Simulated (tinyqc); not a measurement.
Kinetics of strain relaxation and threading dislocations in mismatched semiconductor layers. From one set of inputs to another, one input at a time. Computed by tinyqc, a small Python program. Command: `OMP_NUM_THREADS=1 python tinyqc.py 3027972 3027973 out.jsonl threading ladder`. One thread of a shared host (Intel(R) Xeon(R) Processor @ 2.30GHz), about 0.01 s of CPU time with the checks.

60-degree dislocations on {111} planes of a (001) layer, isotropic elasticity. The Schmid factor is 1/sqrt(6), and a misfit segment relieves strain with b/2.

The inputs printed are set A. Inputs not listed in the table keep their values of set A, so the rows need not describe a real material.

Inputs (values chosen for the exercise, modelled on Si(0.7)Ge(0.3) on Si):
```
quantity,value,unit
misfit f,0.0125,-
shear modulus G,61,GPa
Poisson ratio nu,0.27,-
Burgers vector b,3.89,angstrom
glide activation energy Q,1.96,eV
velocity prefactor v0,25000,m/s per MPa
layer thickness h,36,nm
anneal temperature T,764,K
anneal time t,1800,s
initial thread density rho_0,7.4e+06,1/cm^2
multiplication constant delta,30000,1/m
grading rate (misfit per thickness) R_f,0.0011,1/micrometre
growth temperature of the buffer T_g,996,K
growth rate R_g,3.9,nm/s
```

Sources: fixed density of threads.

Constants: k_B = 8.617333262e-05 eV/K.

Method:
- Excess resolved stress tau = (1/sqrt 6) [2 G (1 + nu)/(1 - nu)] (e - e_eq), e_eq = b (1 - nu/4) [ln(h/b) + 1]/(4 pi (1 + nu) h), the Matthews-Blakeslee strain of an uncapped layer; glide velocity v = v0 tau exp(-Q/(k_B T)), tau in MPa.
- Threads run in two directions, so de/dt = -(b/4) rho v, with rho fixed. With x = e - e_eq, x0 = f - e_eq (fully strained at t = 0) and v = m S x (m the mobility, S x = tau): x = x0 exp(-t/t_r), t_r = 4/(b rho_0 m S).
- The half time is that at which x = x0/2.
- In steady grading, strain is fed at R_f R_g and relieved at (b/4) rho v. As a glide-limited estimate, the driving stress is taken as the mean stress of the strained top zone, whose depth z solves R_f z/2 = e_eq(z), with strain R_f z at the surface; tau_g = S R_f z/2 is its mean; then rho = 4 R_f R_g/(b m tau_g), m = v0 exp(-Q/(k_B T_g)), S = (1/sqrt 6) 2 G (1 + nu)/(1 - nu), e_eq(z) = b (1 - nu/4) [ln(z/b) + 1]/(4 pi (1 + nu) z).

Each row keeps all changes above it:
```
input moved,from,to,half time (s),strain left e,depth z of the strained zone (nm)
set A,-,-,378,0.003822,586.30
anneal temperature T (K),764,678,16492,0.011844,586.30
shear modulus G (GPa),61,55.1,18258,0.011905,586.30
initial thread density rho_0 (1/cm^2),7400000,34000000,3974,0.010072,586.30
velocity prefactor v0 (m/s per MPa),25000,38000,2614,0.009081,586.30
multiplication constant delta (1/m),30000,7000,2614,0.009081,586.30
glide activation energy Q (eV),1.96,1.92,1318,0.006987,586.30
layer thickness h (nm),36,300,1318,0.005206,586.30
```

Which inputs carry the difference?

Half time goes from 378 to 1320, a factor 3.49 in all. The largest single move comes from anneal temperature T (a factor 43.7), and initial thread density rho_0 works against it (a factor 0.218). Strain left e goes from 0.00382 to 0.00521, a factor 1.36 in all. The largest single move comes from anneal temperature T (a factor 3.10), and layer thickness h works against it (a factor 0.745). The single moves hold for this order of the switches; the total does not depend on the order.

Caution (all rows): blocking of threads by crossing misfit lines, left out here, leaves real layers with more strain.

Extremes, crossings and ranges named in words are read from the listed rows.
